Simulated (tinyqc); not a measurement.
# Anisotropic elasticity and sound waves of a cubic crystal, step by step

A worked calculation. Computed by tinyqc, a small Python program that keeps every step. Command: `OMP_NUM_THREADS=1 python tinyqc.py 3011974 3011975 out.jsonl cubicelastic walk`. One thread of a shared host (Intel(R) Xeon(R) Processor @ 2.30GHz), about 0.01 s of CPU time with the checks. Intermediate numbers are printed to about 5 digits and carried at full precision; extremes and crossings named in words are read from the listed rows.

Voigt order 1..6 = xx, yy, zz, yz, xz, xy, with engineering shear strains. The rotated frame has x' as named, z' along the wafer normal and y' = z' x x'.

Inputs (values chosen for the exercise, modelled on gold):

| quantity | value | unit |
|---|---|---|
| C11 | 189.1 | GPa |
| C12 | 164.3 | GPa |
| C44 | 42.7 | GPa |
| density rho | 19.37 | g/cm^3 |
| expansion coefficient of the film | 15 | ppm/K |
| expansion coefficient of the substrate | 7.5 | ppm/K |
| cooling Delta T | 200 | K |

Frame: (001) wafer, x' along [210].

wave normal (not normalised): 5  3.5  3.2

## Compliances and anisotropy

S11 = (C11 + C12)/D, S12 = -C12/D, D = (C11 - C12)(C11 + 2 C12), S44 = 1/C44. Zener ratio A = 2 C44/(C11 - C12); S0 = S11 - S12 - S44/2; H = 2 C44 + C12 - C11.

S11 = 27.526 1/TPa

S12 = -12.797 1/TPa

S44 = 23.419 1/TPa

Zener ratio A = 3.4435

S0 = 28.613 1/TPa

H = 60.6 GPa

## Stiffness in the rotated frame

direction cosines a (rows x', y', z' in the cube axes):
```
          x       y       z
x'   0.8944  0.4472  0.0000
y'  -0.4472  0.8944  0.0000
z'   0.0000  0.0000  1.0000
```

C'_ijkl = C12 delta_ij delta_kl + C44 (delta_ik delta_jl + delta_il delta_jk) - H sum_m a_im a_jm a_km a_lm.

C' (GPa), lower triangle (symmetric):
```
         1        2        3       4       5       6
1  208.492
2  144.908  208.492
3  164.300  164.300  189.100
4    0.000    0.000    0.000  42.700
5    0.000    0.000    0.000   0.000  42.700
6   14.544  -14.544    0.000   0.000   0.000  23.308
```

Normal stress couples to shear strain in this frame.

## Moduli along the axes of the frame

Invert C' to S'. E along x' = 1/S'11, along y' = 1/S'22; Poisson ratios nu(x'y') = -S'12/S'11 and nu(x'z') = -S'13/S'11; in-plane shear modulus 1/S'66.

E along x' = 54.438 GPa

E along y' = 54.438 GPa

nu(x'y') = 0.19820

nu(x'z') = 0.69665

in-plane shear modulus = 16.655 GPa

E is the same along x' and y'.

## Thermal stress in a film with this orientation

On cooling, a thick substrate imposes eps_1 = eps_2 = (alpha_film - alpha_substrate) Delta T and eps_6 = 0; the free surface sets sigma_3 = sigma_4 = sigma_5 = 0, which fixes eps_3, eps_4, eps_5. Biaxial modulus M = (sigma_1 + sigma_2)/(2 eps); energy density M eps^2. Elastic response and constant coefficients are assumed.

in-plane strain = 1.5 per mille

elastic strain along the normal = -2.6066 per mille

stress along x' = 101.84 MPa

stress along y' = 101.84 MPa

biaxial modulus M = 67.895 GPa

energy density = 0.15276 MJ/m^3

The film ends in tension.

## Sound waves along the wave normal

In the cube axes, with unit normal n: G_ij = (C12 + C44) n_i n_j + (C44 - H n_i^2) delta_ij, eigenvalues rho v^2, eigenvectors u (columns, largest component positive). Group velocity V_i = [(C12 + C44)(u.n) u_i + C44 n_i - H u_i^2 n_i]/(rho v); its angle to n has cosine v/|V|.

Christoffel matrix (GPa):
```
        x      y      z
x  119.77  76.28  69.74
y   76.28  80.46  48.82
z   69.74  48.82  74.27
```

phase velocities (m/s): 1003.9  1214.0  3419.0

polarisations:
```
       slow      fast  longitudinal
x   0.71430  -0.07427       0.69589
y  -0.57809  -0.62307       0.52688
z  -0.39446   0.77863       0.48799
```

group speeds (m/s): 1031.7  1393.1  3427.1

angles between V and n (degree): 13.315  29.367  3.945

Energy flows off the wave normal by up to 29.4 degrees, for the fast transverse wave.

## Polycrystal bounds against single-crystal directions

B = (C11 + 2 C12)/3; Voigt G = (C11 - C12 + 3 C44)/5; Reuss G = 5/(4 (S11 - S12) + 3 S44); Hill is their mean; E = 9BG/(3B + G), nu = (3B - 2G)/(6B + 2G). Along <hkl>, with g = 0, 1/4, 1/3: 1/E = S11 - 2 S0 g; for a film with that normal C33 = C11 + 2 H g and M = [6B - (3B - C33) - (3B - C33)^2/C33]/2.

bulk modulus B = 172.57 GPa

Averages:

| average | G (GPa) | E (GPa) | nu |
|---|---|---|---|
| Voigt | 30.580 | 86.623 | 0.41634 |
| Reuss | 21.594 | 62.187 | 0.43994 |
| Hill | 26.087 | 74.506 | 0.42804 |

Directions:

| direction | E (GPa) | biaxial modulus M (GPa) |
|---|---|---|
| <100> | 36.33 | 67.90 |
| <110> | 75.65 | 165.76 |
| <111> | 118.34 | 192.64 |

The bounds on G differ by 42 %, while E varies by a factor 3.26 with direction; with A above 1 the stiffest axis is <111>. Under a fixed mismatch strain, grains with a <100> normal store the least energy.

Checks made by the program: E along x' against 1/E = S11 - 2 S0 (l^2 m^2 + m^2 n^2 + n^2 l^2) (relative difference below 1e-10); closed form of M against the matrix solution (relative difference below 1e-10).
